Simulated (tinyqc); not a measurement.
Non-radiative capture by multiphonon emission, one effective mode: one step, computed by the program tinyqc.

The initial state (free carrier plus empty centre) lies dE above the final state; both have the same frequency and are displaced by dQ.

Problem. Geometry of the two curves. dQ = sqrt(2 S (hbar^2/u)/hbar omega); relaxation energy lambda = S hbar omega; phonons needed P = dE/hbar omega; classical barrier E_b = (dE - lambda)^2/(4 lambda); occupation n = 1/(exp(hbar omega/k_B T) - 1).

Inputs (values chosen for the exercise, with mass, screening and phonons like those of CdTe):
```
quantity                  value  unit
energy released dE        0.212    eV
phonon energy hbar omega   11.8   meV
Huang-Rhys factor S        7.48     -
temperature T               300     K
```

Centre: neutral.

Constants: hbar^2/u = 4.18015928e-03 eV angstrom^2; k_B = 8.617333262e-05 eV/K.

Give: dQ; lambda; P; classical barrier E_b; occupation n.

Solution.

dQ = 2.3021 u^(1/2) angstrom

lambda = 0.088264 eV

P = 17.966

classical barrier E_b = 0.043366 eV

occupation n = 1.7288

dE exceeds lambda: the inverted case usual for deep centres, in which the curves cross on the far side of the initial minimum.
